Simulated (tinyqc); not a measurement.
Lossy interposer transmission line with skin effect: two steps of the calculation.

A uniform line in a homogeneous dielectric: c = sqrt(er)/(c0 Z0), l = Z0 sqrt(er)/c0 (c0 = 299792458 m/s), g = w c td, w = 2 pi f. The resistance joins its limits as r = sqrt(r_dc^2 + r_hf^2), with r_dc = rho/(wd th), r_hf = kr rho/(2 delta (wd + th)), delta = sqrt(rho/(pi f mu0)), mu0 = 4 pi 1e-7 H/m; this is an interpolation, and internal inductance, up to 0.05 nH/mm at low frequency, is neglected.

Parameters, values chosen for the exercise:

| symbol | value | unit | meaning |
|---|---|---|---|
| wd | 3.1 | um | width of the strip |
| th | 1.5 | um | thickness of the strip |
| rho | 2 | uohm cm | resistivity |
| er | 3.9 |  | relative permittivity |
| td | 0.002 |  | loss tangent |
| Z0 | 50 | ohm | lossless impedance sqrt(l/c) |
| kr | 1.2 |  | factor for crowding and the return path |
| Rg | 50 | ohm | source resistance |
| RL | 100 | ohm | load resistance |
| CL | 300 | fF | load capacitance |
| f | 0.49 | GHz | frequency |

Question 1. Line constants. delta, r_dc, r_hf, r, l, c and g as defined.

Give: delta; r_dc; r_hf; r; l; c; g.

Answer 1.

delta = 3.215 um
r_dc = 4.301 ohm/mm
r_hf = 0.8113 ohm/mm
r = 4.377 ohm/mm
l = 0.3294 nH/mm
c = 131.7 pF/m
g = 8.112e-4 S/m

r is 1.02 times r_dc; the skin depth is 2.14 of the thickness.

Question 2. Reflection, input impedance and transfer. ZL = 1/(1/RL + i w CL); reflection (ZL - Zc)/(ZL + Zc); Zin = Zc (ZL + Zc tanh(gamma len))/(Zc + ZL tanh(gamma len)); H = V_load/V_source = [Zin/(Zin + Rg)]/[cosh(gamma len) + (Zc/ZL) sinh(gamma len)].

gamma len = 0.69147871+0.86821185i
Zc = 82.456388-65.402481i ohm

Give: ZL; reflection at the load; Zin; H; |H|.

Answer 2.

ZL = 99.15-9.16i ohm
reflection at the load = -0.0301+0.2973i
Zin = 95.05-76.91i ohm
H = 0.2554-0.2423i
|H| = -9.069 dB

Numbers from tinyqc (`OMP_NUM_THREADS=1 python tinyqc.py 2810132 2810133 out.jsonl`; about 0.01 s on one thread of a shared Intel Xeon 2.30GHz).
